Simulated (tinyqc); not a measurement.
Interdiffusion in a binary couple: Darken equations, Kirkendall shift and Boltzmann-Matano analysis: one step, computed by the program tinyqc.

x is the mole fraction of B; the molar volume is constant, and the two halves are long enough to count as infinite.

Question. Boltzmann-Matano diffusivity. D~(x) = area/(2 t slope), with z counted from the original interface (the Matano plane); 1 um^2 = 1e-12 m^2.

Inputs (values chosen for the exercise, for a model alloy A-B): temperature T = 1010 K; time t = 31000 s.

area -int z dx from x_L to the local x = 3.907144 um

slope dx/dz at the local x = 0.008673878 1/um

Give: D~ from the profile.

Answer.

D~ from the profile = 7.2653e-15 m^2/s
